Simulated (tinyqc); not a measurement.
Changing the distance d to the collector: Haynes-Shockley experiment: drift, diffusion and decay of a minority-carrier pulse. Computed by tinyqc, a small Python program. Command: `OMP_NUM_THREADS=1 python tinyqc.py 3110361 3110362 out.jsonl haynes sweep`. One thread of a shared host (Intel(R) Xeon(R) Processor @ 2.30GHz), about 0.02 s of CPU time with the checks.

A thin sheet of excess carriers is made at x = 0, t = 0 in a long uniform bar; injection is low, so the pulse moves with the minority mobility.

Inputs (values chosen for the exercise, modelled on electrons in p-type germanium in a lightly doped bar):
```
quantity                     value         unit
minority mobility mu          3660   cm^2/(V s)
lifetime tau                    72  microsecond
temperature T                  330            K
field F                        4.9         V/cm
injected sheet density N0  4.8e+10       1/cm^2
```

Constants: k_B = 8.617333262e-05 eV/K.

Method:
- D = mu k_B T/e, v = mu F.
- Transit time d/v, diffusion length sqrt(D tau), drift length v tau, Peclet number v d/D = e F d/(k_B T).
- dn(x, t) = N0/sqrt(4 pi D t) exp(-(x - v t)^2/(4 D t) - t/tau).
- At fixed x the signal peaks where d ln(dn)/dt = 0: a t^2 + t/2 - x^2/(4 D) = 0 with a = v^2/(4 D) + 1/tau.
- The full width at half maximum is found by solving dn(x, t) = peak/2 on both sides of the peak.
- With w the full width at half maximum: mu = d/(F t_p); D = (w d)^2/(16 ln2 t_p^3); Einstein ratio D/mu against k_B T/e.

One run for each value; columns: (1) distance d to the collector (cm); (2) width at half maximum (microsecond); (3) peak density (1/cm^3); (4) error of mu (%); (5) Peclet number:
```
(1)       (2)         (3)     (4)     (5)
0.087   3.945  5.7545e+11  7.7859   14.99
0.130   4.890  4.5293e+11  5.4578   22.40
0.200   6.127  3.4464e+11  3.8384   34.46
0.450   9.286  1.8873e+11  2.1928   77.54
0.670  11.362  1.3040e+11  1.7648  115.45
1.000  13.906  8.2701e+10  1.4769  172.31
1.500  17.053  4.5903e+10  1.2825  258.46
```

Give the missing row, distance d to the collector (cm) = 0.300.

Computed row; columns: (1) distance d to the collector (cm); (2) width at half maximum (microsecond); (3) peak density (1/cm^3); (4) error of mu (%); (5) Peclet number:
```
(1)      (2)         (3)     (4)    (5)
0.300  7.550  2.5989e+11  2.8479  51.69
```

Interpolating between the two neighbouring rows (the first column on a logarithmic scale, the others too where they are positive) misses by up to 1.9 %. Over the rows, width at half maximum (microsecond) rises from 3.94 to 17.1 (exponent d ln y / d ln x 0.54 between the first rows and 0.50 between the last); peak density (1/cm^3) falls from 5.75e11 to 4.59e10 (exponent d ln y / d ln x -0.60 between the first rows and -1.5 between the last); error of mu (%) falls from 7.79 to 1.28 (exponent d ln y / d ln x -0.88 between the first rows and -0.35 between the last). At the high end the exponent of width at half maximum is 0.50, close to 0.50: the spread grows as sqrt(t).

Extremes, crossings and ranges named in words are read from the listed rows.
